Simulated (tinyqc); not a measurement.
Inside a calculation: optical transitions of a finite quantum well. Values are carried at full precision from step to step, so a last printed digit may differ when a step is redone from the rounded ones.

Each carrier sees a square well of width L with its own depth V and masses m (inside), mb (outside); c = hbar^2/2m0, k = sqrt(m E/c), kappa = sqrt(mb (V - E)/c), and level n solves k L + 2 atan[(k/m)/(kappa/mb)] = n pi. The envelope is cos(kz) for odd n and sin(kz) for even n inside, joins exp(-kappa (|z| - L/2)) outside, and is normalised to 1. Excitons and band mixing are left out.

Constants: hbar^2/2m0 = 3.80998211 eV angstrom^2; hc = 1239.841984 eV nm; fine-structure constant alpha = 0.007297352564.

Parameters, chosen for this exercise (near those of a GaAs well in AlGaAs; not measured data):
- L = 137 angstrom (well width)
- Eg = 1.537 eV (gap of the well)
- Vc = 0.227 eV (conduction offset)
- Vv = 0.122 eV (valence offset)
- me = 0.067 m0 (electron, well)
- meb = 0.0902 m0 (electron, barrier)
- mh = 0.357 m0 (heavy hole along z, well)
- mhb = 0.392 m0 (heavy hole, barrier)
- ml = 0.0939 m0 (light hole along z, well)
- mlb = 0.1126 m0 (light hole, barrier)
- Ns = 0.68 x 1e12/cm^2 (electrons in e1)
- n_r = 3.49 (refractive index)
- G = 3 meV (half width of the line)

## Confinement energies

Up to three levels for each carrier.

Levels:
```
level  E (eV)  k (1/angstrom)  kappa (1/angstrom)
e1     0.0186         0.01807             0.07025
e2     0.0736         0.03598             0.06026
e3     0.1611         0.05322             0.03951
hh1    0.0043         0.02005             0.11005
hh2    0.0171         0.04002             0.10389
hh3    0.0382         0.05981             0.09287
lh1    0.0127         0.01771             0.05683
lh2    0.0499         0.03507             0.04616
lh3    0.1053         0.05095             0.02220
```

## Interband transitions

From e1 and e2 to each hole level: E = Eg + E_e + E_h, wavelength hc/E, squared overlap of the envelopes, and the strength |<S|p|v>|^2 in units of P^2 at the subband edge: overlap^2 times 1/2 (hh) or 1/6 (lh) for light polarised in the plane (TE), times 0 (hh) or 2/3 (lh) along z (TM).

Transitions:
```
pair    E (eV)  wavelength (nm)  overlap^2      TE      TM
e1-hh1  1.5598            794.8     0.9905  0.4952  0.0000
e1-lh1  1.5683            790.6     0.9991  0.1665  0.6661
e1-hh2  1.5727            788.4     0.0000  0.0000  0.0000
e1-hh3  1.5937            777.9     0.0053  0.0027  0.0000
e1-lh2  1.6055            772.3     0.0000  0.0000  0.0000
e2-hh1  1.6149            767.8     0.0000  0.0000  0.0000
e2-lh1  1.6233            763.8     0.0000  0.0000  0.0000
e2-hh2  1.6277            761.7     0.9662  0.4831  0.0000
e2-hh3  1.6488            752.0     0.0000  0.0000  0.0000
e2-lh2  1.6605            746.7     0.9947  0.1658  0.6631
e1-lh3  1.6609            746.5     0.0006  0.0001  0.0004
e2-lh3  1.7159            722.5     0.0000  0.0000  0.0000
```

The edge is e1-hh1 at 795 nm. Pairs of opposite parity vanish exactly; e1-hh3 is allowed by parity and reaches 0.0053, only because the two envelopes leak differently into the barriers.

## Intersubband transitions from e1

z_1j = <1|z|j>; 1/m1 = <1|1/m|1>; f_1j = (m1/c)(E_j - E_1) z_1j^2, which sums to 1 over all bound and continuum states.

Transitions:
```
pair  E (meV)  wavelength (micrometre)  |z| (angstrom)       f
1-2      55.1                    22.52           31.60  0.9710
1-3     142.5                     8.70            0.00  0.0000
```

m1 = 0.0673 m0
sum of f over bound states = 0.9710

The continuum carries the remaining 0.0290. With hard walls z_12 = 16 L/(9 pi^2) = 24.68 angstrom and f_12 = 256/(27 pi^2) = 0.9607.

## Absorption of one well

For light polarised along z (a real waveguide or Brewster geometry adds an angle factor), with all electrons in e1 and none in e2, the peak fractional absorption is 4 pi alpha Ns c f_12/(n_r m1 G) and the area under the Lorentzian line is pi G times that, c = hbar^2/2m0; 1e12/cm^2 = 1e-4/angstrom^2. EF - E1 = 2 pi c Ns/m1 at zero temperature.

peak absorption = 3.274 %
area = 30.85 % meV
EF - E1 = 24.2 meV

EF lies below e2, as assumed.

## Checks

- Sum of f over all levels of a difference grid (60 cells across the well) against 1: 0.999 against 1.000.
- The strength f_12 on that grid against the matched envelopes: 0.970 against 0.971.

(tinyqc, `OMP_NUM_THREADS=1 python tinyqc.py 1252379 1252380 out.jsonl`, Intel(R) Xeon(R) Processor @ 2.30GHz, 1 thread, shared host, about 0.2 s.)
